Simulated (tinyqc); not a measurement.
Hall measurement with a parallel conducting layer.

Two layers in parallel, unit Hall factors, low field: 1/Rs = q (ns mu + n2 m2); apparent mobility (ns mu^2 + sg n2 m2^2)/(ns mu + n2 m2); apparent density (ns mu + n2 m2)^2/(ns mu^2 + sg n2 m2^2); a negative value means the sign of the second layer.

Parameters, values chosen for the exercise: sheet density of the layer ns = 3.1e13 cm^-2; drift mobility mu = 61 cm^2/(V s); mobility of the parallel layer m2 = 120 cm^2/(V s); sign of its carriers relative to the first layer sg = 1.

Constants: q = 1.602176634e-19 C. Results are converted to the units shown.

Result of one run:

| Rs (ohm/square) | apparent density (cm^-2) | apparent mobility (cm^2/(V s)) | share of the conductance in layer 2 (%) |
|---|---|---|---|
| 3219 | 3.104e13 | 62.46 | 2.476 |

Which sheet density of a parallel layer n2 gave this result: 4e11, 2e12, 3e13, 1e14 or 5e14 cm^-2?

n2 = 4e11 cm^-2.

The whole series:

| n2 (cm^-2) | Rs (ohm/square) | apparent density (cm^-2) | apparent mobility (cm^2/(V s)) | share of the conductance in layer 2 (%) |
|---|---|---|---|---|
| 1e11 | 3280 | 3.101e13 | 61.37 | 0.6306 |
| 4e11 | 3219 | 3.104e13 | 62.46 | 2.476 |
| 2e12 | 2929 | 3.150e13 | 67.64 | 11.26 |
| 7e12 | 2285 | 3.451e13 | 79.15 | 30.76 |
| 3e13 | 1137 | 5.509e13 | 99.68 | 65.56 |
| 1e14 | 449.3 | 1.241e14 | 112.0 | 86.39 |
| 5e14 | 100.8 | 5.236e14 | 118.2 | 96.94 |
| 2e15 | 25.80 | 2.024e15 | 119.5 | 99.22 |
| 9e15 | 5.769 | 9.024e15 | 119.9 | 99.83 |

The apparent mobility rises from 61.4 to 120 cm^2/(V s), between mu = 61 and sg m2 = 120. The apparent density never exceeds ns + n2; among the rows it falls to 0.903 of that sum, at n2 = 3e13.

Computed by the program tinyqc: `OMP_NUM_THREADS=1 python tinyqc.py 2850208 2850209 out.jsonl`, one thread of a shared Intel Xeon 2.30GHz, about 0.01 s for the whole run.
